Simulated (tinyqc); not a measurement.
Gated two-dimensional channel with two bands, quantum capacitance: two steps of the calculation.

phi is the Fermi level above the lowest band edge, in volts; Vg is counted from the gate voltage at which an empty channel would have phi = 0. The channel has no thickness; trap charge is -q Dit phi.

Values chosen for this exercise; lowest band close to that of monolayer WS2:
```
symbol,value,unit,meaning
T,300,K,temperature
eox,7.28,,relative permittivity of the gate insulator (close to silicon nitride)
tox,1.8,nm,insulator thickness
md,0.324,m0,in-plane mass
gv,2,,valley degeneracy
m2,0.59,m0,"in-plane mass of a second band, chosen freely"
g2,2,,"valley degeneracy of that band, chosen freely"
E2,0.28,eV,second band edge above the first
Dit,2e12,cm^-2 eV^-1,density of traps
```

Constants: q = 1.602176634e-19 C, kB = 1.380649e-23 J/K, hbar = 1.054571817e-34 J s, m0 = 9.1093837015e-31 kg, Vt = kB T/q, eps0 = 8.8541878128e-14 F/cm where lengths are in cm. Results are converted to the units shown.

Task 1. Gate capacitance. Cox = eps0 eox/tox.

Wanted: Cox.

Result 1.

Cox = 3.5810 uF/cm^2

Task 2. Charge and capacitances at the solution. D1 = gv md m0 q/(pi hbar^2), D2 = g2 m2 m0 q/(pi hbar^2) per eV; n1 = D1 Vt ln(1 + exp(phi/Vt)), n2 = D2 Vt ln(1 + exp((phi - E2)/Vt)), n = n1 + n2; Cq = q dn/dphi = q [D1/(1 + exp(-phi/Vt)) + D2/(1 + exp((E2 - phi)/Vt))]. 1/C_G = 1/Cox + 1/(Cq + q Dit); dphi/dVg = Cox/(Cox + Cq + q Dit).

converged phi = 0.089386366 V
Cox = 3.5810271 uF/cm^2

Wanted: n; Cq; C_G; dphi/dVg.

Result 2.

n = 2.4421e13 cm^-2
Cq = 42.094 uF/cm^2
C_G = 3.3022 uF/cm^2
dphi/dVg = 0.077856

C_G is 92.2 % of Cox; 7.51 % of the gate voltage has gone into phi.

Computed by the program tinyqc: `OMP_NUM_THREADS=1 python tinyqc.py 2200013 2200014 out.jsonl`, one thread of a shared Intel Xeon 2.30GHz, about 0.01 s for the whole run.
